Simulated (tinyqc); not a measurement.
Boltzmann transport in a parabolic band with a power-law relaxation time: sweeps and comparisons. A value that a table varies takes the place of the one given here.

F_j(eta) = (1/Gamma(j + 1)) integral_0^infinity x^j dx/(1 + exp(x - eta)), which tends to exp(eta) for eta << 0.

n = N F_1/2(eta) with N = 2 (m kB T/(4 pi c))^(3/2) with c = hbar^2/2m0, in 1/angstrom^3; times 1e24 for 1/cm^3, m = md.

tau = tau0 x^r with x = E/kT. With K_j = Gamma(j + 1) F_j(eta): <tau> = tau0 (r + 3/2) K_(r+1/2)/((3/2) K_(1/2)); mu = <tau>/(mc m0/e), m0/e = 5.685630e-12 kg/C; Hall factor rH = (3/2) K_(1/2) (2r + 3/2) K_(2r+1/2)/((r + 3/2) K_(r+1/2))^2; Seebeck S = -(kB/e) [(r + 5/2) K_(r+3/2)/((r + 3/2) K_(r+1/2)) - eta]; Lorenz number L = (kB/e)^2 [(r + 7/2) K_(r+5/2)/((r + 3/2) K_(r+1/2)) - ((r + 5/2) K_(r+3/2)/((r + 3/2) K_(r+1/2)))^2]; kB/e in V/K. Valley anisotropy is left out of rH.

Constants: hbar^2/2m0 = 3.80998211 eV angstrom^2; kB = 8.617333262e-05 eV/K.

Inputs chosen for the exercise (masses near those of Si; tau0 is set for a mobility of the usual size at this n, kL is a free input; freeze-out and phonon drag, which matter near 77 K, are left out; the results hold for these values, not for the real material):
```
symbol  value    unit     meaning
md      1.055    m0       density-of-states mass
mc      0.2569   m0       conductivity mass
tau0    5.8      fs       tau at E = kT
r       0.5               exponent of tau
T       400      K
kL      16       W/(m K)  lattice thermal conductivity
ta      290      fs       acoustic tau at E = kT and 300 K
ti      190      fs       impurity tau at E = kT and 300 K
n       7.1e+19  1/cm^3   electron density
```

## Doping: the thermoelectric optimum

tau0 is held fixed. sigma = e n mu with e = 1.602176634e-19 C; ZT = S^2 sigma T/(kL + L sigma T).

Results:
```
n (1/cm^3)    eta  mu (cm^2/(V s))  sigma (S/cm)     rH  S (microvolt/K)  L (1e-8)  S^2 sigma (mW/(m K^2))      ZT
4.0e+17     -4.65             59.8          3.83  1.104             -659     2.228                   0.167  0.0042
1.0e+18     -3.73             59.9          9.60  1.104             -580     2.228                   0.323  0.0081
4.0e+18     -2.31             60.3          38.7  1.101             -461     2.228                   0.822   0.021
1.0e+19     -1.35             61.2          98.0  1.097             -382     2.228                    1.43   0.036
3.0e+19     -0.08             63.9           307  1.084             -289     2.230                    2.57   0.063
5.0e+19      0.59             66.5           533  1.075             -246     2.234                    3.23   0.078
1.0e+20      1.69             72.4      1.16e+03  1.057             -190     2.246                    4.21   0.099
2.0e+20      3.15             82.2      2.64e+03  1.037             -139     2.276                    5.12    0.11
4.0e+20      5.28             97.5      6.25e+03  1.020              -96     2.324                    5.79    0.11
1.0e+21      9.94              128      2.05e+04  1.007              -55     2.390                    6.23   0.070
```

|S| falls by 198 microvolt/K from the first to the third row (198 a decade in the non-degenerate range; holes, which count near the intrinsic density, and non-parabolicity are left out). The power factor still rises at the last row, because tau grows with the Fermi energy for this r; ZT is largest at 2e+20 1/cm^3 (eta = 3.15). mu changes by a factor 2.14 over the table and rH goes from 1.104 to 1.007. A real tau0 would fall with doping.

## The scattering mechanism

eta = 1.11425

Same eta for each exponent.

Results:
```
r                                     mechanism  <tau>/tau0     rH  S (microvolt/K)  L (1e-8 W ohm/K^2)
-0.5                           acoustic phonons       0.620  1.102           -145.7               1.738
0.0                  a constant relaxation time       1.000  1.000           -182.1               1.976
0.5   polar optical or piezoelectric scattering       1.740  1.066           -217.6               2.239
1.5                          ionised impurities       6.332  1.595           -289.0               2.835
```

From r = -1/2 to 3/2 |S| grows by 143.2 microvolt/K, against 2 kB/e = 172.3 in the non-degenerate limit: scattering that favours fast electrons raises the mean energy carried. rH is 1 only for constant tau and reaches 1.595 for r = 3/2; L spans 1.738 to 2.835 against the metallic 2.443.

## Mobility against temperature (two scattering mechanisms together, and the Matthiessen rule)

Non-degenerate electrons. 1/tau(x) = x^(1/2)/tA + 1/(tI x^(3/2)), x = E/kT, with tA = ta (T/300)^(-3/2) and tI = ti (T/300)^(3/2) (the screening logarithm is held fixed). <tau> = integral x^(3/2) tau exp(-x) dx/Gamma(5/2); mu = <tau>/(mc m0/e), m0/e = 5.685630e-12 kg/C. Matthiessen: 1/mu = 1/muA + 1/muI with <tau>A = tA Gamma(2)/Gamma(5/2), <tau>I = tI Gamma(4)/Gamma(5/2).

rH = <tau^2>/<tau>^2. ta and ti are inputs of their own, not tied to tau0.

Mobilities (cm^2/(V s)):
```
T (K)  acoustic  impurity  Matthiessen     exact     rH  Matthiessen/exact
40     3.07e+04       286          283       277  1.852              1.021
60     1.67e+04       525          509       479  1.721              1.063
80     1.08e+04       808          752       668  1.574              1.126
120    5.90e+03  1.49e+03     1.19e+03       931  1.339              1.275
160    3.83e+03  2.29e+03     1.43e+03  1.04e+03  1.199              1.383
220    2.38e+03  3.69e+03     1.45e+03  1.02e+03  1.094              1.422
300    1.49e+03  5.87e+03     1.19e+03       879  1.042              1.354
400         970  9.04e+03          876       699  1.029              1.253
550         602  1.46e+04          578       501  1.041              1.153
```

The exact mobility peaks at 160 K of those listed. The two mechanisms are equal between 160 and 220 K. The rule overestimates everywhere, most at 220 K (by 42 %), since impurities stop the slow electrons and phonons the fast ones. rH runs between 1.029 and 1.852; the pure limits are 1.178 and 1.933, and the mixture dips below both, since the opposite energy slopes of the two rates leave tau nearly constant. Optical and intervalley phonons, left out, lower real mobilities above about 150 K.

## What moves the coefficients

sigma = e n mu with e = 1.602176634e-19 C; ZT = S^2 sigma T/(kL + L sigma T). Each row changes one parameter from the base and keeps the others.

Results:
```
case                 mu (cm^2/(V s))  sigma (S/cm)  S (microvolt/K)      ZT
base                           69.09         785.9           -217.6  0.0891
md = 1.371 m0                  66.27         753.9           -249.7   0.113
mc = 0.334 m0                  53.14         604.5           -217.6  0.0692
n = 1.42e+20 1/cm^3            76.78          1747           -163.8   0.107
tau0 = 8.7 fs                  103.6          1179           -217.6   0.131
kL = 8 W/(m K)                 69.09         785.9           -217.6   0.171
T = 450 K                      67.71         770.2           -232.0   0.111
```

The largest shifts from the base row, up to three for each result and ties (the steps differ in size, so this ranks the rows, not the parameters). mu (cm^2/(V s)): tau0 +34.5, mc -15.9, n +7.69; unchanged at the printed digits by kL. sigma (S/cm): n +961, tau0 +393, mc -181; unchanged at the printed digits by kL. S (microvolt/K): n +53.8, md -32.1, T -14.3; unchanged at the printed digits by mc, tau0 and kL. ZT: kL +0.0819, tau0 +0.0418, md +0.0237. The row for T keeps tau0 fixed; for phonon scattering tau0 itself falls as T rises.

Run: tinyqc, `OMP_NUM_THREADS=1 python tinyqc.py 1682114 1682115 out.jsonl`; Intel(R) Xeon(R) Processor @ 2.30GHz, one thread, shared host; about 0.01 s of CPU time with all checks.
